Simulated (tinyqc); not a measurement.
Raising U: Hubbard chain of 6 sites, mean field against exact. Computed by the program tinyqc. Collinear unrestricted mean field (the lowest of 40 random starts) against exact diagonalisation.

one-body matrix (hopping and site energies) (eV):
```
,1,2,3,4,5,6
1,-0.3200,-0.9200,0.0000,0.0000,0.0000,0.0000
2,-0.9200,0.2600,-0.9200,0.0000,0.0000,0.0000
3,0.0000,-0.9200,-0.2800,-0.9200,0.0000,0.0000
4,0.0000,0.0000,-0.9200,-0.2600,-0.9200,0.0000
5,0.0000,0.0000,0.0000,-0.9200,-0.3700,-0.9200
6,0.0000,0.0000,0.0000,0.0000,-0.9200,0.3800
```

electrons, up and down: 3  3

Exact and mean-field results (eV):
```
U,U/t,E exact,E mean field,mean |n_up - n_down|,"double occupancy, exact",first gap in the sector
0.4600,0.5000,-6.562299,-6.536055,0.0000,0.2448,0.7992
0.9200,1.0000,-5.923917,-5.812459,0.0000,0.2179,0.7013
1.8400,2.0000,-4.864056,-4.418996,0.3465,0.1672,0.5544
2.7600,3.0000,-4.063135,-3.430544,0.6568,0.1247,0.4512
3.6800,4.0000,-3.468362,-2.800455,0.7964,0.0925,0.3754
5.5200,6.0000,-2.689267,-2.098895,0.9076,0.0532,0.2750
7.3600,8.0000,-2.223421,-1.730099,0.9479,0.0333,0.2143
11.0400,12.0000,-1.710410,-1.353832,0.9768,0.0161,0.1471
18.4000,20.0000,-1.272687,-1.049400,0.9917,0.0061,0.0896
```

What does the comparison show, and why?

In absolute terms mean field is worst at U/t = 4.0, 0.668 eV too high: at small U it is nearly exact, and at large U it misses only exchange-scale energies. Its local moments set in at U/t = 2.0 of those listed, a broken symmetry that the exact state of a finite cluster with equal spins does not have. Relative to the exact energy its error is 0.4 % at the smallest U, 22 % at most and 18 % at the largest. The double occupancy falls from 0.245 to 0.006.
